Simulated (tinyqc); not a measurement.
Van der Pauw, Hall and four-point-probe measurements on a doped layer: two steps of the calculation.

A uniform p-type layer with sheet resistance Rs = 1/(q ns mu), point contacts, low field (mu B small).

Parameters, values chosen for the exercise:
- rH = 1.18 (Hall factor)
- B = 0.55 T (magnetic field)
- I = 500 uA (current)
- t = 28 nm (thickness of the layer)

Constants: q = 1.602176634e-19 C. Results are converted to the units shown.

Task 1. New z. The van der Pauw equation exp(-pi RA z) + exp(-pi RB z) = 1 is solved for z = 1/Rs: e1 = exp(-pi RA z), e2 = exp(-pi RB z), f = e1 + e2 - 1, f' = -pi (RA e1 + RB e2), z(new) = z - f/f'.

z at the start = 0.24588263 mS
RA = 192.15450 ohm
RB = 1602.4871 ohm

Wanted: e1; e2; f; f'; z after iteration 1.

Result 1.

e1 = 0.86206
e2 = 0.29000
f = 0.15206
f' = -1.9804 kohm
z after iteration 1 = 0.32267 mS

Task 2. Sheet density, mobility and bulk values. Rs = 1/z; Hall sheet density B I/(q |VH|); Hall mobility |VH|/(Rs B I); true values ns = rH times the Hall density, mu = Hall mobility/rH; bulk density ns/t, resistivity Rs t; correction factor F = Rs/[(pi/ln 2)(RA + RB)/2].

converged z = 0.33645709 mS
VH = 7.2334632 mV
RA = 192.15450 ohm
RB = 1602.4871 ohm

Wanted: Rs; Hall sheet density; Hall mobility; ns; mu; bulk density; resistivity; F.

Result 2.

Rs = 2972 ohm/square
Hall sheet density = 2.373e13 cm^-2
Hall mobility = 88.50 cm^2/(V s)
ns = 2.800e13 cm^-2
mu = 75.00 cm^2/(V s)
bulk density = 1.000e19 cm^-3
resistivity = 0.008322 ohm cm
F = 0.7308

Computed by the program tinyqc: `OMP_NUM_THREADS=1 python tinyqc.py 2850101 2850102 out.jsonl`, one thread of a shared Intel Xeon 2.30GHz, about 0.01 s for the whole run.
